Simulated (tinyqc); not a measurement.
# MOS capacitor on a p-type substrate, surface potential from the exact charge relation: effects of single changes

Uniform p-type substrate, Boltzmann statistics, full ionisation, classical densities. psi is the surface potential against the body (positive when the bands bend down) and u = psi/Vt. Traps are spread evenly over the gap and neutral at flat band, so their charge is -q Dit psi; the minority quasi-Fermi level is shifted by Vb.

Values chosen for this exercise; band and dielectric values close to those of silicon:
- T = 300 K (temperature)
- Eg = 1.1 eV (band gap)
- eps_r = 11.9 (relative permittivity)
- Nc = 2.75e19 cm^-3 (conduction-band density of states at T)
- Nv = 2.68e19 cm^-3 (valence-band density of states at T)
- chi = 4.01 eV (electron affinity)
- N = 2.6e17 cm^-3 (acceptor density of the substrate)
- eox = 9.24 (relative permittivity of the gate insulator (close to aluminium oxide))
- tox = 10 nm (insulator thickness)
- phiM = 4.25 eV (gate work function)
- Nf = 2.3e11 cm^-2 (fixed charge at the interface, in units of q)
- Dit = 0 cm^-2 eV^-1 (density of interface traps)
- Vb = 0.6 V (reverse bias of the inversion layer against the body)

Constants: q = 1.602176634e-19 C, kB = 1.380649e-23 J/K, Vt = kB T/q, eps0 = 8.8541878128e-14 F/cm where lengths are in cm. Results are converted to the units shown.

Each table varies one quantity; the others keep the values above.

## Capacitance-voltage curves

ni = sqrt(Nc Nv) exp(-Eg/(2 Vt)), Eg in volts; phiF = Vt ln(N/ni); Cox = eps0 eox/tox; Vfb = phiM - chi - (Eg - Vt ln(Nv/N)) - q Nf/Cox; Q0 = sqrt(2 eps0 eps_r q N Vt); r = (ni/N)^2 exp(-Vb/Vt); VT = Vfb + [(2 phiF + Vb)(1 + q Dit/Cox) + sqrt(2 eps0 eps_r q N (2 phiF + Vb))/Cox]. u = psi/Vt; F^2 = exp(-u) + u - 1 + r (exp(u) - u - 1); Qs = -sign(u) Q0 F; Cs = -dQs/dpsi = (Q0/Vt) |1 - exp(-u) + r (exp(u) - 1)|/(2 F). psi solves Vg = Vfb + psi + (q Dit psi - Qs)/Cox. Low frequency: 1/C_LF = 1/Cox + 1/(Cs + q Dit). High frequency, in the simple estimate in which traps and minority carriers do not follow: 1/C_HF = 1/Cox + 1/Cd, Cd being Cs with r = 0 at the same psi. Deep depletion: r = 0 and Dit = 0 both in the equation for psi and in Cs. Minority sheet density N_inv = (Q0/(2 q)) int_0^u r (exp(t) - 1)/F(t) dt for u > 0. N_inv under 1 cm^-2 is printed as 0. Regimes: accumulation when majority carriers gather, then depletion up to |psi| = phiF + Vb, weak inversion up to 2 phiF + Vb, strong inversion beyond.

Capacitance-voltage curves:
```
Vg (V)	psi (V)	C_LF/Cox	C_HF/Cox	C_deep/Cox	N_inv (cm^-2)	regime
-1.63	-0.1306	0.9345	0.9345	0.9345	0	accumulation
-1.3	-0.1035	0.8958	0.8958	0.8958	0	accumulation
-0.98	-0.05632	0.7877	0.7877	0.7877	0	accumulation
-0.65	0.06317	0.4539	0.4539	0.4539	0	depletion
-0.33	0.2746	0.2664	0.2664	0.2664	0	depletion
0	0.5285	0.2034	0.2034	0.2034	0	depletion
0.32	0.7889	0.1717	0.1717	0.1717	0	depletion
0.64	1.057	0.1513	0.1513	0.1513	4164	weak inversion
0.97	1.340	0.1375	0.1364	0.1364	2.058e8	weak inversion
1.29	1.543	0.7615	0.1282	0.1255	4.447e11	strong inversion
1.62	1.587	0.9171	0.1266	0.1166	1.882e12	strong inversion
```

What does the table show?

C_LF/Cox is lowest, 0.138, at Vg = 0.97 V (weak inversion) among the rows listed and is 0.917 in the last row, where C_HF/Cox is 0.127 and the deep-depletion value 0.117. Vfb = -0.785 V, where C_HF/Cox = 0.614 (Cox in series with eps0 eps_r/LD), and VT = 1.11 V. Over the last two rows psi moves by only 0.13 V a volt of gate bias, since the inversion charge screens the body. In strong accumulation and inversion degeneracy and confinement, left out here, lower the capacitance.

## Effect of the fixed charge at the interface on threshold and swing

ni = sqrt(Nc Nv) exp(-Eg/(2 Vt)), Eg in volts; phiF = Vt ln(N/ni); Cox = eps0 eox/tox; Vfb = phiM - chi - (Eg - Vt ln(Nv/N)) - q Nf/Cox; VT = Vfb + [(2 phiF + Vb)(1 + q Dit/Cox) + sqrt(2 eps0 eps_r q N (2 phiF + Vb))/Cox]. gamma = sqrt(2 eps0 eps_r q N)/Cox; Wm = sqrt(2 eps0 eps_r (2 phiF + Vb)/(q N)); m = 1 + (eps0 eps_r/Wm + q Dit)/Cox; swing m Vt ln 10; Cmin/Cox = 1/(1 + Cox Wm/(eps0 eps_r)).

The same in every row: 2 phiF (V) = 0.8597; gamma (V^0.5) = 0.3621; Wm (nm) = 85.93; m = 1.150; swing (mV/decade) = 68.45; Cmin/Cox = 0.1303.

Results:
```
Nf (cm^-2)	Vfb (V)	VT (V)
-4e11	-0.6618	1.235
-2e11	-0.7010	1.196
0	-0.7402	1.157
4e11	-0.8185	1.079
6e11	-0.8577	1.040
8e11	-0.8968	1.000
```

Estimate the missing row, Nf = 2e11 cm^-2.

Computed row:
```
Nf (cm^-2)	Vfb (V)	VT (V)
2e11	-0.7793	1.118
```

With this row back in the table: As Nf goes from -4e11 to 8e11, VT falls from 1.24 to 1.00 V, the swing stays at 68.4 mV/decade and Cmin/Cox stays at 0.130. The whole change of VT is that of Vfb: the curve shifts rigidly.

## Effect of the relative permittivity of the gate insulator on threshold and swing

Same model as above.

The same in every row: 2 phiF (V) = 0.8597; Wm (nm) = 85.93.

Results:
```
eox	Vfb (V)	gamma (V^0.5)	VT (V)	m	swing (mV/decade)	Cmin/Cox
3.9	-0.8469	0.8580	1.649	1.355	80.66	0.2620
7.5	-0.7957	0.4462	1.203	1.185	70.52	0.1559
9	-0.7864	0.3718	1.122	1.154	68.69	0.1334
15	-0.7679	0.2231	0.9613	1.092	65.02	0.08452
22	-0.7591	0.1521	0.8843	1.063	63.27	0.05922
30	-0.7540	0.1115	0.8404	1.046	62.27	0.04412
```

Estimate the missing row, eox = 5.

Computed row:
```
eox	Vfb (V)	gamma (V^0.5)	VT (V)	m	swing (mV/decade)	Cmin/Cox
5	-0.8234	0.6692	1.445	1.277	76.01	0.2169
```

With this row back in the table: As eox goes from 3.9 to 30, VT falls from 1.65 to 0.840 V, the swing falls from 80.7 to 62.3 mV/decade and Cmin/Cox falls from 0.262 to 0.0441. Of the change of VT by -0.809 V, 0.0928 V comes from Vfb and -0.902 V from the band bending and the charge it takes. m - 1 goes as eox^(-1.00), that is as 1/Cox.

Computed by the program tinyqc: `OMP_NUM_THREADS=1 python tinyqc.py 2060025 2060026 out.jsonl`, one thread of a shared Intel Xeon 2.30GHz, about 0.01 s for the whole run.
